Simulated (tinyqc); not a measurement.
## Index and thickness from Psi and Delta

Question. Air (index 1), film, substrate with N2 = n2 - i k2; time factor exp(+i w t). q_j = sqrt(N_j^2 - sin^2 th), root with positive real part. Fresnel coefficients r_s = (q_a - q_b)/(q_a + q_b), r_p = (N_b^2 q_a - N_a^2 q_b)/(N_b^2 q_a + N_a^2 q_b). tan(Psi) exp(i Delta) = R_p/R_s, Delta taken from 0 to 360 degrees. beta = 2 pi d q1/lam, X = exp(-2 i beta), R = (r01 + r12 X)/(1 + r01 r12 X) for p and s. The film is transparent, with 1.15 < n1 < 2.9 and d under half a period. Find n1, d and the period.

Values chosen for this exercise:
```
symbol,value,unit,meaning
lam,632.8,nm,wavelength
th,70,degrees,angle of incidence
n2,3.882,,index of the substrate
k2,0.019,,extinction coefficient of the substrate
```

Psi = 37.485879 degrees
Delta = 66.370063 degrees

Answer. Two measured angles fix two unknowns; a search from many starts finds one solution in the range given. Thicker films with d plus a multiple of the period give the same angles.

n1 = 1.666
d = 80.00 nm
period = 230.0 nm

Computed by the program tinyqc: `OMP_NUM_THREADS=1 python tinyqc.py 2870152 2870153 out.jsonl`, one thread of a shared Intel Xeon 2.30GHz, about 0.4 s for the whole run.
